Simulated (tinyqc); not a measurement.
UHF in the 6-31g basis, for H4, spin multiplicity 3, step by step. One step of it, computed by the program tinyqc.

Task: Orthogonalisation. S = U s U^T; canonical form X = U s^(-1/2), so that X^T S X = 1. Each column of U has its largest component positive (the first on a tie).

overlap S, lower triangle:
```
          1H 1s     1H 2s     2H 1s     2H 2s     3H 1s     3H 2s     4H 1s     4H 2s
1H 1s  1.000000
1H 2s  0.658292  1.000000
2H 1s  0.065421  0.245940  1.000000
2H 2s  0.245940  0.546285  0.658292  1.000000
3H 1s  0.001813  0.058542  0.382044  0.478258  1.000000
3H 2s  0.058542  0.225576  0.478258  0.822014  0.658292  1.000000
4H 1s  0.000000  0.001033  0.001813  0.058542  0.065421  0.245940  1.000000
4H 2s  0.001033  0.018473  0.058542  0.225576  0.245940  0.546285  0.658292  1.000000
```

Give: eigenvalues of S; X.

Result:

eigenvalues of S: 0.042  0.222  0.315  0.442  0.648  1.369  1.772  3.189

X:
```
            1       2       3       4       5       6       7      8
1H 1s   0.147  -0.658  -0.804   0.552  -0.346   0.420   0.350  0.093
1H 2s  -1.060   1.056   0.823  -0.297   0.053   0.313   0.366  0.158
2H 1s  -0.670   0.452  -0.466   0.685   0.781  -0.283   0.098  0.208
2H 2s   3.193  -0.706   0.212  -0.520   0.198  -0.105   0.126  0.283
3H 1s   0.670   0.452   0.466   0.685  -0.781  -0.283  -0.098  0.208
3H 2s  -3.193  -0.706  -0.212  -0.520  -0.198  -0.105  -0.126  0.283
4H 1s  -0.147  -0.658   0.804   0.552   0.346   0.420  -0.350  0.093
4H 2s   1.060   1.056  -0.823  -0.297  -0.053   0.313  -0.366  0.158
```
